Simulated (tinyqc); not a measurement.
# Length offset and series resistance from crossing lines

Question. R_total = Rs + k (L - dL)/Vo with constant Rs, dL and k. Find k, dL and Rs.

R_total at (L, Vo) = (45, 0.4), (90, 0.4), (45, 0.77) and (90, 0.77), L in nm and Vo in V (ohm um): 265.15000  456.4  200.20779  299.55844

Answer. At each overdrive R is a straight line in L with slope k/Vo; the two lines cross at L = dL, R = Rs.

k = 1.700 ohm um V/nm
dL = 13.20 nm
Rs = 130.0 ohm um

Program tinyqc, `OMP_NUM_THREADS=1 python tinyqc.py 2282058 2282059 out.jsonl`; Intel Xeon 2.30GHz, shared host, one thread, about 0.03 s.
